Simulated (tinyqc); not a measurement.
p-n diode with diffusion and depletion-layer recombination: one step of the calculation.

Abrupt junction in the depletion approximation, low injection, full ionisation, neutral widths fixed, ohmic contact on the p side. Vj is the junction voltage; where a series resistance Rs is given, V = Vj + J Rs is the terminal voltage.

Task. New Vj. Diffusion current alone: J = J0 (exp(Vj/Vt) - 1), g = Vj + J Rs - V, g' = 1 + Rs J0 exp(Vj/Vt)/Vt, Vj(new) = Vj - g/g'.

Parameters, values chosen for the exercise; band and dielectric values close to those of silicon:
```
symbol   value      unit            meaning
T          300         K        temperature
Rs      0.0016  ohm cm^2  series resistance
V         0.58         V   terminal voltage
```

Constants: q = 1.602176634e-19 C, kB = 1.380649e-23 J/K, Vt = kB T/q. Results are converted to the units shown.

Vj after iteration 1 = 0.63047118 V
J0 = J0n + J0p = 3.1316405e-9 A/cm^2

Wanted: J; g; g'; Vj after iteration 2.

Result.

J = 122.24 A/cm^2
g = 0.24606 V
g' = 8.5657
Vj after iteration 2 = 0.60175 V

Numbers from tinyqc (`OMP_NUM_THREADS=1 python tinyqc.py 2260028 2260029 out.jsonl`; about 0.01 s on one thread of a shared Intel Xeon 2.30GHz).
